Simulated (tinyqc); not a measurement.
# Strained alloy layer of InAs and GaAs on (001) InP, model-solid band line-up: transition against well width

The layer is x parts of the first compound and 1 - x of the second, grown coherently on the third as substrate and barrier. Rows of the table: lattice constant a, average valence level Ea on an absolute scale, spin-orbit splitting so, gaps at Gamma, X and L, hydrostatic deformation potentials av and ac (Gamma), shear potential b, elastic constants, electron and heavy-hole (along z) masses. All are interpolated linearly in x; gaps get -C x (1 - x), taken wholly in the conduction band; real line-ups can differ from this model by 0.1 eV or more.

In-plane strain e = (a_substrate - a)/a, e_z = -2 (c12/c11) e, volume change 2 e + e_z. With v = 2 e + e_z and d = 2 b (e_z - e): Eav = Ea + av v; E_hh = Eav + so/3 - d/2; E_lh = Eav - so/6 + d/4 + sqrt(so^2 + so d + 9 d^2/4)/2; E_c = Ea + so/3 + EG + ac v (Gamma). Substrate: E_v = Ea + so/3, E_c = E_v + EG. Well depths: dEc = E_c(substrate) - E_c, dEhh = E_hh - E_v(substrate), dElh likewise; strained Gamma gap E_c - max(E_hh, E_lh); positive values confine carriers in the layer. Lowest level of a finite well of width Lw and depth V: kw Lw/2 = arctan(sqrt((mw/mb)(V - E)/E)), kw = sqrt(mw E/C), C = hbar^2/(2 m0), for electrons (dEc) and heavy holes (dEhh), mb from the substrate; transition E_c - E_hh + both levels, without exciton binding; wavelength h c/E.

Inputs (values chosen for the exercise):

| symbol | value | unit | meaning |
|---|---|---|---|
| x | 0.66 |  | fraction of the first compound in the layer |
| CG | 0.477 | eV | bowing of the Gamma gap |
| CX | 1.4 | eV | bowing of the X gap |
| CL | 0.33 | eV | bowing of the L gap |

Constants: q = 1.602176634e-19 C, hbar = 1.054571817e-34 J s, h = 6.62607015e-34 J s, m0 = 9.1093837015e-31 kg, c = 299792458 m/s, hbar^2/(2 m0) = 0.0380998212 eV nm^2. Results are converted to the units shown.

Binary compounds, values chosen for the exercise:
```
	close to InAs	close to GaAs	close to InP
a (angstrom)	6.058	5.653	5.869
Ea (eV)	-6.67	-6.92	-7.04
so (eV)	0.385	0.338	0.11
EG (eV)	0.355	1.41	1.33
EX (eV)	1.37	1.91	2.18
EL (eV)	1.08	1.69	1.95
av (eV)	1.01	1.15	1.27
ac (eV)	-5.12	-7.27	-5.01
b (eV)	-1.81	-1.71	-1.72
c11 (GPa)	84.3	118	102
c12 (GPa)	45.3	53.6	55.9
me (m0)	0.0228	0.0664	0.0797
mh (m0)	0.334	0.351	0.535
```

Transition against well width:
```
Lw (nm)	electron level (meV)	heavy-hole level (meV)	transition energy (eV)	wavelength (nm)
1.5	232.2	136.9	1.004	1234
2.1	197.2	93.57	0.9262	1339
3	155.4	58.81	0.8496	1459
4.3	114.2	34.81	0.7843	1581
6.1	79.47	20.00	0.7348	1687
8.7	51.91	10.98	0.6983	1776
12	33.69	6.219	0.6753	1836
18	18.46	2.959	0.6568	1888
25	10.89	1.595	0.6478	1914
```

The wavelength rises from 1234 to 1914 nm, towards 1951 nm for E_c - E_hh alone. The electron level goes as Lw^(-0.49) in the thinnest wells, where it reaches 77.0 % of the depth dEc = 302 meV, and as Lw^(-1.61) in the widest. One monolayer (a/2) more shifts the transition by about -18 meV at Lw = 3 nm. For Lw = 12, 18, 25 the layer exceeds hc = 11.4 nm, the single-layer Matthews-Blakeslee thickness for this strain (a capped well tolerates about twice as much). For Lw = 1.5, 2.1, 3 the electron level exceeds 150 meV, where non-parabolicity lowers it.

Computed by the program tinyqc: `OMP_NUM_THREADS=1 python tinyqc.py 2690098 2690099 out.jsonl`, one thread of a shared Intel Xeon 2.30GHz, about 0.01 s for the whole run.
